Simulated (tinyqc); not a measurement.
Thermal and gravitational stress in a wafer during furnace and rapid thermal processing, and the onset of slip: one step, computed by the program tinyqc. Command: `OMP_NUM_THREADS=1 python tinyqc.py 3014530 3014531 out.jsonl slip walk`. One thread of a shared host (Intel(R) Xeon(R) Processor @ 2.30GHz), about 0.01 s of CPU time with the checks.

A thin free disc in plane stress, isotropic; T(r) = T_centre + dT (r/R)^n with n = 2. Stress is positive in tension; sigma_SB = 5.670374419e-8 W/(m^2 K^4), g = 9.80665 m/s^2.

Task: Gravity. Own weight q = rho g t on a ring of radius b R, x = r/R: moments of an edge-supported plate, M_r = q R^2 (3 + nu)(1 - x^2)/16 and M_t = q R^2 [(3 + nu) - (1 + 3 nu) x^2]/16, less the uniform moment inside the ring load, q R^2 [(1 - nu)(1 - b^2) - 2 (1 + nu) ln b]/8; stress at the lower face = 6 M/t^2.

Inputs (values chosen for the exercise, modelled on silicon):
```
quantity                           value        unit
wafer radius R                       150          mm
thickness t                          775  micrometre
Poisson ratio nu                    0.22           -
density rho                         2330      kg/m^3
radius of the support ring over R    0.8           -
```

Give: stress at the centre; radial stress at the ring; hoop stress at the ring.

Result:

stress at the centre = 0.39043 MPa

radial stress at the ring = -0.12223 MPa

hoop stress at the ring = 0.12614 MPa
